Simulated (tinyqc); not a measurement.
Changing the growth temperature T_g: self-consistent Fermi level with native defects, at growth and after a quench. Computed by tinyqc, a small Python program. Command: `OMP_NUM_THREADS=1 python tinyqc.py 3026459 3026460 out.jsonl scfermi sweep`. One thread of a shared host (Intel(R) Xeon(R) Processor @ 2.30GHz), about 0.06 s of CPU time with the checks.

Energies are counted from the top of the valence band (VBM); when the gap shrinks with temperature the conduction band moves and the levels stay. The added dopant is taken as fully ionised. D and A draw on one reservoir with opposite signs, as the two vacancies of a compound do.

Inputs (values chosen for the exercise, with bands modelled on GaN):
```
quantity                                value   unit
gap E_g at 300 K                         3.42     eV
slope -dE_g/dT above 300 K            0.00065   eV/K
electron mass m_e                       0.196    m_0
valleys M_c                                 1      -
hole mass m_h                            1.35    m_0
E_f of the neutral native donor D       2.032     eV
E_f of the neutral native acceptor A    4.986     eV
shift s of the chemical potential       -0.21     eV
site density N_s                      3.4e+22  cm^-3
dopant density N_X                    2.2e+16  cm^-3
temperature of use T                      300      K
```

Added shallow dopant: donor.

levels of D above the VBM, most positive state first (eV): 1.54  2.23

levels of A above the VBM, (0/-1) first (eV): 0.497  1.16

Constants: m_0 = 9.1093837015e-31 kg; k_B = 1.380649e-23 J/K; h = 6.62607015e-34 J s; k_B = 8.617333262e-05 eV/K.

Method:
- E_f(D, 0) = input + s and E_f(A, 0) = input - s; E_f(q, E_F = 0) follows from the levels, eps(q/q-1) = E_f(q - 1) - E_f(q) at E_F = 0.
- E_g(T) = E_g - slope x max(0, T - 300 K).
- N_c = 2 M_c (2 pi m_e k_B T/h^2)^(3/2) and N_v = 2 (2 pi m_h k_B T/h^2)^(3/2), masses in units of m_0.
- At growth T = T_g.
- n = N_c F_1/2((E_F - E_g)/k_B T), p = N_v F_1/2(-E_F/k_B T).
- F_1/2(eta) = (2/sqrt(pi)) int_0^infinity sqrt(x)/(1 + exp(x - eta)) dx, by the trapezoid rule in t = sqrt(x) with step 0.02 up to t = 12 (for eta < -12 by exp(eta) - exp(2 eta)/2^(3/2)).
- In equilibrium c_q = N_s exp(-(E_f(q, 0) + q E_F)/k_B T).
- Net charge = p - n + sum q c_q + N_X; the log ratio is ln(positive charge/negative charge).
- E_F is the root of the log ratio, by 50 bisections between -0.5 eV and E_g + 0.5 eV.
- After a quench the totals of D and A stay as grown, and each is shared among its charge states with weights exp(-(E_f(q, 0) + q E_F)/k_B T).

One run for each value; columns: (1) growth temperature T_g (K); (2) total D (cm^-3); (3) total A (cm^-3); (4) E_F at growth (eV); (5) E_F after the quench (eV); (6) n after the quench (cm^-3); (7) p after the quench (cm^-3):
```
(1)          (2)         (3)     (4)     (5)         (6)         (7)
920   3.6446e+12  3.9281e+12  2.5195  3.3013  2.1992e+16  1.3669e-36
1000  2.4993e+13  2.0918e+12  2.4135  3.3013  2.1996e+16  1.3667e-36
1200  2.3695e+15  6.7272e+11  2.1522  3.3013  2.1999e+16  1.3665e-36
1300  1.6203e+16  8.9825e+11  2.0622  3.3013  2.1998e+16  1.3665e-36
1400  6.2857e+16  2.6432e+12  2.0223  3.3013  2.1995e+16  1.3667e-36
1600  4.1979e+17  3.1940e+13  1.9934  3.3012  2.1936e+16  1.3704e-36
1800  1.7158e+18  2.6494e+14  1.9781  3.3007  2.1470e+16  1.4003e-36
```

Give the missing row, growth temperature T_g (K) = 1700.

Computed row; columns: (1) growth temperature T_g (K); (2) total D (cm^-3); (3) total A (cm^-3); (4) E_F at growth (eV); (5) E_F after the quench (eV); (6) n after the quench (cm^-3); (7) p after the quench (cm^-3):
```
(1)          (2)         (3)     (4)     (5)         (6)         (7)
1700  8.8680e+17  9.7087e+13  1.9852  3.3011  2.1806e+16  1.3786e-36
```

Interpolating between the two neighbouring rows (linearly) misses most in total A (cm^-3), by 53 %. Over the rows, total D (cm^-3) rises from 3.64e12 to 1.72e18 (exponent d ln y / d ln x 23 between the first rows and 12 between the last); total A (cm^-3) goes from 3.93e12 through a minimum among these rows, 6.73e11 at 1200, to 2.65e14; E_F at growth (eV) falls from 2.52 to 1.98 (exponent d ln y / d ln x -0.52 between the first rows and -0.062 between the last). Lines through ln c against 1/(k_B T_g) give apparent energies of 2.16 eV for D and 0.67 eV for A; they include the movement of E_F with T_g.

Extremes, crossings and ranges named in words are read from the listed rows.
